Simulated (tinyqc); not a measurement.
## Coupling ratio and rate constant from the late transient

Question. Long after the knee a floating-gate cell follows U = Vg - (tox/ag) B/ln(K t). Find K and ag.

Parameters, values chosen for the exercise: tunnel oxide thickness tox = 8.1 nm; control-gate voltage Vg = 13.4 V.

U at t = 0.006 and 0.6 s (V): 2.0338291  3.6298952
B = 24.920901 V/nm

Answer. 1/(Vg - U) is linear in ln t; the ratio of the two values gives ln(K t_a), and either value gives ag.

K = 2.915e14 1/s
ag = 0.6300

Numbers from tinyqc (`OMP_NUM_THREADS=1 python tinyqc.py 2130137 2130138 out.jsonl`; about 0.02 s on one thread of a shared Intel Xeon 2.30GHz).
